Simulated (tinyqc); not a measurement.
# Resistance of a tapered via with liner, size effect and interface: effects of single changes

A round via whose diameter grows from db at the bottom as D(z) = db + 2 z/tan(ang). The fill, of diameter D - 2 tl, starts above the bottom liner (thickness fb tl) and has rho = rho0 (1 + ks lam/(D - 2 tl)); the sidewall liner conducts in parallel with it. The bottom liner and the interface are crossed over the full area pi db^2/4. Spreading in the lines above and below is left out.

Inputs (values chosen for the exercise); fill metal close to tungsten: diameter at the bottom db = 31 nm; height hv = 74 nm; sidewall angle ang = 88 degrees; bulk resistivity of the fill rho0 = 5.15 uohm cm; mean free path of the fill lam = 15.7 nm; size-effect factor ks = 1.2; liner on the sidewall tl = 3.6 nm; liner at the bottom over that on the sidewall fb = 0.5; resistivity of the liner rl = 330 uohm cm; interface resistivity at the bottom ri = 1.3e-12 ohm cm^2; ballistic conductance per area, about 3/(4 rho0 lam) Sb = 9.1e14 S/m^2; bulk resistivity of the second fill (close to copper) rho2 = 1.7 uohm cm; its mean free path lam2 = 40 nm; its liner tl2 = 1.7 nm.

Each table varies one quantity; the others keep the values above.

## Via resistance against the diameter at the bottom

Slices between z0 = fb tl and hv, evaluated at their midpoints: conductance per length pi/4 [(D - 2 tl)^2/rho + (D^2 - (D - 2 tl)^2)/rl], slice resistance = slice height over that. 2000 slices. R_fill = sum of the slices; R_bottom = rl fb tl/(pi db^2/4); R_interface = ri/(pi db^2/4); ballistic (Sharvin) limit 1/(Sb pi (db - 2 tl)^2/4); ideal cylinder rho0 hv/(pi db^2/4).

Result of one run:
columns A: db (nm); B: R_fill (ohm); C: R_bottom (ohm); D: R_interface (ohm); E: R (ohm); F: ballistic limit (ohm); G: R over ideal cylinder; H: largest part
```
A       B      C       D      E      F      G     H
30  12.68  8.403  0.1839  21.26  2.692  3.944  fill
```

What becomes of these results when the diameter at the bottom db is changed from 30 to 11 nm, all else the same?

Result of the changed run:
columns A: db (nm); B: R_fill (ohm); C: R_bottom (ohm); D: R_interface (ohm); E: R (ohm); F: ballistic limit (ohm); G: R over ideal cylinder; H: largest part
```
A       B      C      D      E      F      G     H
11  447.9  62.50  1.368  511.8  96.90  12.76  fill
```

The whole series:
columns A: db (nm); B: R_fill (ohm); C: R_bottom (ohm); D: R_interface (ohm); E: R (ohm); F: ballistic limit (ohm); G: R over ideal cylinder; H: largest part
```
A       B      C        D      E       F      G             H
11  447.9  62.50    1.368  511.8   96.90  12.76          fill
16  96.21  29.54   0.6466  126.4   18.07  6.669          fill
22  32.31  15.63   0.3420  48.28   6.388  4.815          fill
30  12.68  8.403   0.1839  21.26   2.692  3.944          fill
42  5.055  4.287  0.09383  9.436   1.155  3.431          fill
58  2.234  2.248  0.04920  4.532  0.5422  3.142  bottom liner
80  1.037  1.182  0.02586  2.244  0.2640  2.960  bottom liner
```

R falls from 512 to 2.24 ohm. The fill is the largest part at db = 11, the bottom liner from 58 on. R goes as db^(-3.73) between the first two rows and db^(-2.19) between the last two; area alone gives -2.

## Via resistance against the sidewall angle

Same model as above.

2000 slices.

The same in every row: R_bottom (ohm) = 7.870; R_interface (ohm) = 0.1722; ballistic limit (ohm) = 2.470.

Results:
```
ang (degrees)  R_fill (ohm)  R (ohm)  R over ideal cylinder  largest part
90                    14.69    22.73                  4.502          fill
89                    12.94    20.98                  4.156          fill
87                    10.41    18.45                  3.655          fill
86                    9.468    17.51                  3.468          fill
84                    7.993    16.04                  3.176          fill
82                    6.892    14.93                  2.958  bottom liner
```

Estimate the missing row, ang = 88 degrees.

Computed row:
```
ang (degrees)  R_fill (ohm)  R (ohm)  R over ideal cylinder  largest part
88                    11.55    19.59                  3.880          fill
```

With this row back in the table: R falls from 22.7 to 14.9 ohm. The fill is the largest part at ang = 90, the bottom liner from 82 on. The share of the two bottom terms goes from 35.4 to 53.9 %.

## Two fill metals against the diameter

2000 slices. R_fill = sum of the slices; R_bottom = rl fb tl/(pi db^2/4); R_interface = ri/(pi db^2/4). The second fill has rho2, lam2 and tl2 in place of rho0, lam and tl.

Two fill metals against the diameter:
```
db (nm)  R, first fill (ohm)  R, second fill (ohm)  ratio second/first
12                     358.5                 97.61              0.2723
17                     103.9                 37.61              0.3620
24                     38.01                 15.64              0.4115
35                     14.54                 6.321              0.4346
49                     6.619                 2.919              0.4411
70                     2.997                 1.323              0.4415
100                    1.394                0.6125              0.4394
```

The ratio goes from 0.272 to 0.439. The second fill gives the lower R in every row.

Numbers from tinyqc (`OMP_NUM_THREADS=1 python tinyqc.py 2750171 2750172 out.jsonl`; about 0.01 s on one thread of a shared Intel Xeon 2.30GHz).
